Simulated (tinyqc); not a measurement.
Metal gate on a two-layer dielectric stack with fixed charge and a dipole: threshold against doping.

Gate, layer 2, layer 1, p-type semiconductor; x runs from the gate inwards. Charges are counted in units of +q. psi is the band bending at the surface, positive towards inversion. Classical charge, Boltzmann statistics, no interface traps.

EOT = 3.9 (t1/e1 + t2/e2), Cox = eps0/(t1/e1 + t2/e2); phi_ms = pM - (chi + Eg - Vt ln(Nv/Na)). Vfb = phi_ms + Vd - (q/eps0) [Q1 (t1/e1 + t2/e2) + Q2 t2/e2 + r1 (t1^2/(2 e1) + t1 t2/e2) + r2 t2^2/(2 e2)]: each charge counts with its electrical distance from the gate. ni = sqrt(Nc Nv) exp(-Eg/(2 Vt)), Eg in volts, pB = Vt ln(Na/ni), Vth = Vfb + 2 pB + sqrt(4 q eps0 eps_r Na pB)/Cox.

Values chosen for this exercise; band and dielectric values close to those of silicon, layer 1 close to silicon dioxide, layer 2 close to aluminium oxide:

| symbol | value | unit | meaning |
|---|---|---|---|
| T | 250 | K | temperature |
| Eg | 1.12 | eV | band gap |
| eps_r | 11.6 |  | relative permittivity |
| Nc | 2.17e19 | cm^-3 | conduction-band density of states at T |
| Nv | 2.05e19 | cm^-3 | valence-band density of states at T |
| chi | 4.09 | eV | electron affinity |
| pM | 4.14 | eV | work function of the gate metal |
| t1 | 0.9 | nm | thickness of layer 1, next to the semiconductor |
| e1 | 3.95 |  | relative permittivity of layer 1 |
| t2 | 4.6 | nm | thickness of layer 2, next to the gate |
| e2 | 9.17 |  | relative permittivity of layer 2 |
| Q1 | 4.3e11 | cm^-2 | fixed charge at the semiconductor interface |
| Q2 | 1.8e11 | cm^-2 | fixed charge between the layers |
| r1 | 0 | cm^-3 | uniform charge density in layer 1 |
| r2 | 0 | cm^-3 | uniform charge density in layer 2 |
| Vd | 0.32 | V | flat-band shift by a dipole layer between the layers |

Constants: q = 1.602176634e-19 C, kB = 1.380649e-23 J/K, Vt = kB T/q, eps0 = 8.8541878128e-14 F/cm where lengths are in cm. Results are converted to the units shown.

Threshold against doping:
```
Na (cm^-3),phi_ms (V),2 pB (V),Qd/Cox (V),Vth (V)
9.4e14,-0.8548,0.6883,0.01202,0.09248
2.8e15,-0.8783,0.7354,0.02145,0.1254
8.1e15,-0.9012,0.7811,0.03760,0.1645
2.4e16,-0.9246,0.8279,0.06663,0.2169
7.1e16,-0.9479,0.8747,0.1178,0.2914
2.1e17,-0.9713,0.9214,0.2079,0.4049
6.1e17,-0.9943,0.9673,0.3631,0.5830
1.8e18,-1.018,1.014,0.6385,0.8818
```

Vth rises from 0.0925 to 0.882 V. Of the change, phi_ms + 2 pB gives 163 mV (Vt ln 10 a decade) and the depletion charge 627 mV, growing as Na^(0.53).

tinyqc, about 0.01 s, one thread, Intel Xeon 2.30GHz (shared host): `OMP_NUM_THREADS=1 python tinyqc.py 2010123 2010124 out.jsonl`
